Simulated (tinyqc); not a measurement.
# Length offset and series resistance from crossing lines

Problem. R_total = Rs + k (L - dL)/Vo with constant Rs, dL and k. Find k, dL and Rs.

R_total at (L, Vo) = (90, 0.39), (180, 0.39), (90, 0.91) and (180, 0.91), L in nm and Vo in V (ohm um): 416.92308  763.07692  247.25275  395.60440

Answer. At each overdrive R is a straight line in L with slope k/Vo; the two lines cross at L = dL, R = Rs.

k = 1.50 ohm um V/nm
dL = 12.8 nm
Rs = 120 ohm um

tinyqc, about 0.05 s, one thread, Intel Xeon 2.30GHz (shared host): `OMP_NUM_THREADS=1 python tinyqc.py 2282209 2282210 out.jsonl`
